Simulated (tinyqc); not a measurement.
## Germanium share from the critical thickness

Question. Critical thickness (Matthews-Blakeslee, 60-degree dislocations): h = bv (1 - nu/4)[ln(h/bv) + 1]/(4 pi e_par (1 + nu)), nu = c12/(c11 + c12). e_par = b1 x. Find e_par and x.

Parameters, values chosen for the exercise: lattice mismatch per unit x b1 = 0.0418; elastic constant c11 = 168 GPa; elastic constant c12 = 65.8 GPa; Burgers vector bv = 0.384 nm.

critical thickness = 31.945650 nm

Solution. For given h the relation is explicit in the strain.

e_par = 0.3762 %
x = 0.09000

Computed by the program tinyqc: `OMP_NUM_THREADS=1 python tinyqc.py 2530052 2530053 out.jsonl`, one thread of a shared Intel Xeon 2.30GHz, about 0.02 s for the whole run.
